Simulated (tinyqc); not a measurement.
# MOS structure on a p-type body, non-linear Poisson equation by Newton steps: what changes with what

One dimension, insulator interface at x = 0, acceptor density Na, uniform, net doping C = -(acceptor density). psi is counted from the intrinsic level: n = ni exp((psi - Vb)/Vt), p = ni exp(-psi/Vt); deep in the body psi_b = -Vt ln(Na/ni). The gate acts through Cox = eps0 eox/tox and has the potential psi_G = Vg - (phiM - chi - Vt ln(Nc/ni)). Boltzmann statistics, full ionisation, classical densities, no oxide or interface charge.

Parameters, values chosen for the exercise; band and dielectric values close to those of silicon:
- T = 350 K (temperature)
- Eg = 1.1 eV (band gap)
- eps_r = 11.9 (relative permittivity)
- Nc = 3.6e19 cm^-3 (conduction-band density of states at T)
- Nv = 3.3e19 cm^-3 (valence-band density of states at T)
- chi = 4 eV (electron affinity)
- Na = 8.1e15 cm^-3 (acceptor density deep in the body)
- eox = 25.4 (relative permittivity of the gate insulator (close to zirconium oxide))
- tox = 33 nm (insulator thickness)
- phiM = 4.4 eV (gate work function)
- Vb = 0.8 V (electron quasi-Fermi potential against the body)

Constants: q = 1.602176634e-19 C, kB = 1.380649e-23 J/K, Vt = kB T/q, eps0 = 8.8541878128e-14 F/cm where lengths are in cm. Results are converted to the units shown.

Each table varies one quantity; the others keep the values above.

## Charge and capacitance against gate voltage

ni = sqrt(Nc Nv) exp(-Eg/(2 Vt)), Eg in volts. The Poisson equation d/dx(eps0 eps_r dpsi/dx) = -q (p - n + C), with eps0 eps_r dpsi/dx = -Cox (psi_G - psi_0) at x = 0, is solved on a mesh of about 600 nodes or more. N_inv is the integral of n less its value deep in the body. C_LF = Cox (1 - dpsi_0/dVg) with all carriers following; C_HF is the same with the electron quasi-Fermi level shifting uniformly so that N_inv stays fixed. The centroid is that of the same excess.

Charge and capacitance against gate voltage:
```
Vg (V)  psi_0 - psi_b (V)  N_inv (cm^-2)  C_LF/Cox  C_HF/Cox  centroid (nm)
0.74                 1.11         3.61e5    0.0356    0.0356           6.03
0.94                 1.30         2.00e8    0.0343    0.0329           5.52
1.15                 1.49        7.95e10     0.371    0.0309           4.90
1.36                 1.57        6.35e11     0.774    0.0307           3.71
1.56                 1.60        1.34e12     0.865    0.0307           2.95
1.77                 1.62        2.13e12     0.906    0.0307           2.44
1.98                 1.64        2.95e12     0.928    0.0307           2.09
2.18                 1.65        3.74e12     0.941    0.0307           1.85
```

What does the table show?

N_inv goes from 3.61e5 to 3.74e12 cm^-2 and passes 2e11 cm^-2 at Vg = 1.21 V. Below threshold it takes 72.9 mV a decade between Vg = 0.74 and 0.94 V, against Vt ln 10 = 69.4 mV. C_LF/Cox is lowest, 0.0343, at Vg = 0.94 V among the rows listed and ends at 0.941, while C_HF/Cox ends at 0.0307. Between the last two rows q dN_inv/dVg is 0.935 Cox. Where the classical centroid is under about 2 nm, confinement would move the charge away from the interface and raise the threshold. Above about 2e12 cm^-2 degeneracy matters too.

## Effect of the acceptor density deep in the body on threshold, swing and body effect

VT is the Vg at which N_inv = 2e11 cm^-2. m = 1/(dpsi_0/dVg) at N_inv = 1e8 cm^-2; the swing is the Vg between N_inv = 1e8 and 1e9 cm^-2; body coefficient [VT(Vb + 0.05 V) - VT(Vb)]/0.05 V - 1.

Results:
```
Na (cm^-3)  VT (V)  psi_0 - psi_b at VT (V)   m - 1  swing (mV/decade)  body coefficient
2e15          1.15                     1.46  0.0183               71.8            0.0233
4.4e15        1.18                     1.49  0.0263               72.3            0.0315
6.4e15        1.20                     1.51  0.0314               72.7            0.0364
9.4e15        1.22                     1.53  0.0376               73.1            0.0424
1.4e16        1.25                     1.54  0.0454               73.6            0.0498
2e16          1.28                     1.56  0.0538               74.2            0.0577
```

Estimate the missing row, Na = 3e15 cm^-3.

Computed row:
```
Na (cm^-3)  VT (V)  psi_0 - psi_b at VT (V)   m - 1  swing (mV/decade)  body coefficient
3e15          1.16                     1.48  0.0220               72.1            0.0272
```

With this row back in the table: As Na goes from 2e15 to 2e16, VT rises from 1.15 to 1.28 V, the swing rises from 71.8 to 74.2 mV/decade and the body coefficient rises from 0.0233 to 0.0577. The swing stays within 1.6 % of m Vt ln 10, and the body coefficient within 0.0052 of m - 1.

Program tinyqc, `OMP_NUM_THREADS=1 python tinyqc.py 2080020 2080021 out.jsonl`; Intel Xeon 2.30GHz, shared host, one thread, about 0.3 s.
